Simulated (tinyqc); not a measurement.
# One level coupled to a phonon between two leads, self-consistent Born approximation: two studies

Wide-band leads with mu_L = +V/2 and mu_R = -V/2; phonons in equilibrium, Nq = 1/(exp(w0/kB T) - 1). Scattering links only energies that differ by w0, so a ladder E_k = E1 + k w0 closes on itself; terms that reach past its ends are dropped. Gn and Gp are the electron and hole parts of the spectral function A = Gn + Gp.

Values chosen for this exercise: temperature of leads and phonons T = 77 K; phonon energy w0 = 20 meV; level ed = 22 meV; coupling to the left lead GL = 11 meV; coupling to the right lead GR = 15 meV; electron-phonon matrix element M = 4.6 meV; bias V = 77 mV.

Constants: q = 1.602176634e-19 C, kB = 1.380649e-23 J/K, h = 6.62607015e-34 J s, Vt = kB T/q. Results are converted to the units shown.

Each table varies one quantity; the others keep the values above.

## Effect of the level position

|G|^2 = 1/[(E - ed)^2 + (GL + GR + Sin + Sout)^2/4], Gn = |G|^2 (GL fL + GR fR + Sin), Gp = |G|^2 (GL (1 - fL) + GR (1 - fR) + Sout), f = 1/(1 + exp((E - mu)/kB T)). Sin(E) = M^2 [(Nq + 1) Gn(E + w0) + Nq Gn(E - w0)], Sout(E) = M^2 [(Nq + 1) Gp(E - w0) + Nq Gp(E + w0)]. Spectral currents into the level: iL = GL [fL Gp - (1 - fL) Gn], iR = GR [fR Gp - (1 - fR) Gn]. Here E - ed is replaced by E - ed - R(E), with the real part R(E) = (1/2 pi) P int [Sin + Sout](y) dy/(E - y). The total for one spin is I = (q/h) times the integral of iL over all E (all ladders, each long enough that its ends do not matter); the power given to phonons is (1/h) times the integral of E (iL + iR).

Effect of the level position:

| ed (meV) | I (uA) | I without phonons (uA) | ratio of the two | power to phonons (nW) | share of I V (%) |
|---|---|---|---|---|---|
| 0 | 1.183 | 1.190 | 0.9942 | 1.002 | 1.100 |
| 11 | 1.148 | 1.156 | 0.9932 | 0.9284 | 1.050 |
| 22 | 1.033 | 1.041 | 0.9927 | 0.7167 | 0.9007 |
| 33 | 0.8227 | 0.8244 | 0.9980 | 0.4353 | 0.6872 |
| 44 | 0.5564 | 0.5506 | 1.010 | 0.2001 | 0.4670 |
| 55 | 0.3327 | 0.3259 | 1.021 | 0.07235 | 0.2824 |
| 66 | 0.1963 | 0.1921 | 1.022 | 0.02440 | 0.1614 |
| 77 | 0.1239 | 0.1218 | 1.017 | 0.009397 | 0.09848 |
| 88 | 0.08507 | 0.08403 | 1.012 | 0.004395 | 0.06709 |

I falls from 1.18 to 0.0851 uA as the level leaves the window |E| < 38.5 meV; the ratio to the current without phonons moves up and down between 0.993 and 1.02. The power to phonons falls from 1.00 to 0.00439 nW.

## Current against bias

Same model as above.

Results:

| V (mV) | I (uA) | I without phonons (uA) | ratio of the two | power to phonons (nW) | share of I V (%) |
|---|---|---|---|---|---|
| 8 | 0.1038 | 0.1022 | 1.016 | 0.007558 | 0.9100 |
| 22 | 0.2943 | 0.2907 | 1.012 | 0.06225 | 0.9614 |
| 36 | 0.4999 | 0.4971 | 1.006 | 0.1779 | 0.9887 |
| 50 | 0.7078 | 0.7088 | 0.9986 | 0.3450 | 0.9750 |
| 64 | 0.8943 | 0.8996 | 0.9940 | 0.5388 | 0.9415 |
| 92 | 1.151 | 1.159 | 0.9936 | 0.8900 | 0.8402 |
| 106 | 1.228 | 1.234 | 0.9953 | 1.005 | 0.7723 |
| 120 | 1.281 | 1.286 | 0.9968 | 1.077 | 0.7006 |

Estimate the missing row, V = 78 mV.

Computed row:

| V (mV) | I (uA) | I without phonons (uA) | ratio of the two | power to phonons (nW) | share of I V (%) |
|---|---|---|---|---|---|
| 78 | 1.043 | 1.050 | 0.9927 | 0.7296 | 0.8971 |

With this row back in the table: I rises from 0.104 to 1.28 uA; its ratio to the current without phonons goes from 1.02 through a minimum of 0.993 (at V = 78 mV among the rows listed) to 0.997, and the share of I V given to phonons goes from 0.910 through a maximum of 0.989 (at V = 36 mV among the rows listed) to 0.701 %. Emission at zero temperature needs V above w0 = 20 mV; the rest of I V is released in the leads.

Range of the model: The self-consistent Born approximation keeps only non-crossing phonon lines and no Hartree shift; it is rough once the coupling nears the phonon energy.

tinyqc, about 0.07 s, one thread, Intel Xeon 2.30GHz (shared host): `OMP_NUM_THREADS=1 python tinyqc.py 2720042 2720043 out.jsonl`
